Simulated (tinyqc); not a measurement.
Ellipsoidal valleys in the axes of a wafer and a channel, step by step. Values are carried at full precision from step to step, so a last printed digit may differ when a step is redone from the rounded ones.

Valleys with axes a along [111], [1-1-1], [-11-1] and [-1-11], one whole valley each; inverse mass tensor w = 1/mt + (1/ml - 1/mt) a a. Device axes: z = nz/|nz|, x = nx/|nx|, y = z cross x; in them a = (ax, ay, az). Confinement mass mz = 1/w_zz. In the plane w_ij is replaced by u_ij = w_ij - w_iz w_jz/w_zz (i, j = x, y); density-of-states mass md = 1/sqrt(det u); conductivity mass along x mc = 1/u_xx; ballistic transport mass mx = u_yy/det u, width mass my = 1/u_yy.

Constants: hbar^2/2m0 = 3.80998211 eV angstrom^2; kB = 8.617333262e-05 eV/K.

Inputs chosen for the exercise (near those of the L valleys of Ge; the results hold for these values, not for the real material):
- ml = 1.559 m0 (longitudinal mass)
- mt = 0.082 m0 (transverse mass)
- nz = (0, 0, 1) (surface normal (confinement))
- nx = (1, 0, 0) (channel direction)
- t = 6.8 nm (thickness of the film)
- T = 400 K (temperature)

## Device axes and valley axes

Give the rows x, y, z in cubic components and each valley axis in device components.

device axes, rows x, y, z; columns [100], [010], [001]:
```
[[1.0000, 0.0000, 0.0000],
 [0.0000, 1.0000, 0.0000],
 [0.0000, 0.0000, 1.0000]]
```

valley axes, rows [111], [1-1-1], [-11-1], [-1-11]; columns ax, ay, az:
```
[[0.57735, 0.57735, 0.57735],
 [0.57735, -0.57735, -0.57735],
 [-0.57735, 0.57735, -0.57735],
 [-0.57735, -0.57735, 0.57735]]
```

## Tensors of the valley [-11-1]

Form w and the reduced tensor u.

w (1/m0), rows x, y, z and columns alike:
```
[[8.3439, 3.8512, -3.8512],
 [3.8512, 8.3439, 3.8512],
 [-3.8512, 3.8512, 8.3439]]
```

u (1/m0), rows x, y and columns alike:
```
[[6.5663, 5.6288],
 [5.6288, 6.5663]]
```

The axis is tilted against the normal, so w_xz or w_yz is not zero and the reduction changes the masses in the plane.

## Masses of all valleys

Give mz, md, mc, mx and my.

Masses (m0):
```
valley       mz      md      mc      mx      my
[111]    0.1198  0.2957  0.1523  0.5743  0.1523
[1-1-1]  0.1198  0.2957  0.1523  0.5743  0.1523
[-11-1]  0.1198  0.2957  0.1523  0.5743  0.1523
[-1-11]  0.1198  0.2957  0.1523  0.5743  0.1523
```

mz md^2 = ml mt^2 = 0.01048 for every valley, so a heavy confinement mass comes with a small density of states. On this face all axes make the same angle with the normal.

## Subbands and shares in a film

Hard walls: E_n = c (n pi/t)^2/mz, c = hbar^2/2m0, n = 1, 2, 3. Non-degenerate share of a valley proportional to md sum_n exp(-E_n/kT); mean 1/mc = sum of share/mc. 1 nm = 10 angstrom.

Give the ladders, the shares and the mean conductivity mass.

Subbands:
```
valley   E1 (meV)  E2 (meV)  E3 (meV)  share
[111]        67.9     271.4     610.7  0.250
[1-1-1]      67.9     271.4     610.7  0.250
[-11-1]      67.9     271.4     610.7  0.250
[-1-11]      67.9     271.4     610.7  0.250
```

mean mc = 0.1523 m0

The lowest ladder ([111], [1-1-1], [-11-1] and [-1-11]) holds 100 % of the electrons in these valleys: all valleys have the same mz and md on this face, though not always the same mc.

## Checks

- mz md^2 against ml mt^2: they agree to 1e-10 or better.
- mx my against md^2: they agree to 1e-10 or better.

tinyqc: `OMP_NUM_THREADS=1 python tinyqc.py 1850640 1850641 out.jsonl`; about 0.01 s, one thread, shared Intel(R) Xeon(R) Processor @ 2.30GHz.
